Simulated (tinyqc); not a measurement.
# Undoped symmetric double-gate MOSFET, analytic potential model: effect of the body thickness

An undoped body of thickness ts between two equal insulators and tied gates; long channel, electrons only, n = ni exp((psi - V)/Vt) with V the quasi-Fermi potential (0 at the source, Vd at the drain), constant mobility, no quantisation. Across the body psi(x) = V - 2 Vt ln[(ts/(2 beta)) sqrt(q ni/(2 eps0 eps_r Vt)) cos(2 beta x/ts)], x from the centre. Q is the electron charge per area of the whole body.

ni = sqrt(Nc Nv) exp(-Eg/(2 Vt)), Eg in volts; r = eps_r tox/(eox ts); V0 = dphi + 2 Vt ln[(2/ts) sqrt(2 eps0 eps_r Vt/(q ni))]. beta (between 0 and pi/2) solves (Vg - V0 - V)/(2 Vt) = ln(beta) - ln(cos beta) + 2 r beta tan(beta). Q = 8 eps0 eps_r Vt beta tan(beta)/ts; I = mu (1/L)(4 eps0 eps_r/ts)(2 Vt)^2 [g(beta_s) - g(beta_d)] per width, g = beta tan(beta) - beta^2/2 + r beta^2 tan^2(beta), with beta_s at V = 0 and beta_d at V = Vd.  I(low) is taken at Vg = 0.3 V, Qs and I(high) at Vg = 1.05 V.

Values chosen for this exercise; material values close to those of silicon:
- T = 300 K (temperature)
- Eg = 1.14 eV (band gap)
- eps_r = 11.6 (relative permittivity of the semiconductor)
- Nc = 2.82e19 cm^-3 (conduction-band density of states at T)
- Nv = 2.64e19 cm^-3 (valence-band density of states at T)
- eox = 24.3 (relative permittivity of the gate insulator)
- tox = 7.8 nm (insulator thickness)
- dphi = 0.11 V (gate work function less that of the intrinsic body)
- mu = 490 cm^2/(V s) (channel mobility)
- L = 0.1 um (gate length)
- Vd = 1 V (drain voltage)

Constants: q = 1.602176634e-19 C, kB = 1.380649e-23 J/K, Vt = kB T/q, eps0 = 8.8541878128e-14 F/cm where lengths are in cm. Results are converted to the units shown.

Effect of the body thickness:
```
ts (nm),V0 (V),I(low) (nA/um),Qs(high) (nC/cm^2),I(high) (uA/um)
8.3,0.6114,0.1900,1850,1927
12,0.5924,0.2747,1852,1947
16,0.5775,0.3662,1853,1958
23,0.5588,0.5264,1854,1970
32,0.5417,0.7324,1854,1977
45,0.5240,1.030,1854,1983
62,0.5075,1.419,1854,1987
```

As ts goes from 8.3 to 62 nm, I(low) rises from 0.190 to 1.42 nA/um and I(high) rises from 1930 to 1990 uA/um. On average I(low) goes as ts^(1.00) and I(high) goes as ts^(0.02). Below threshold the charge is proportional to the cross-section of the body; above it the insulator sets the charge. In every row the surface density at the source at the higher gate voltage passes 0.3 Nc, where Boltzmann statistics fail. In every row mu V/L at the higher gate voltage, with V the smaller of Vd and Vg - V0, passes 3e6 cm/s, so velocity saturation would lower the current. For ts = 32 to 62 nm L is under three scale lengths of this cross-section, so short-channel effects, left out here, would raise the subthreshold current.

Program tinyqc, `OMP_NUM_THREADS=1 python tinyqc.py 2440130 2440131 out.jsonl`; Intel Xeon 2.30GHz, shared host, one thread, about 0.01 s.
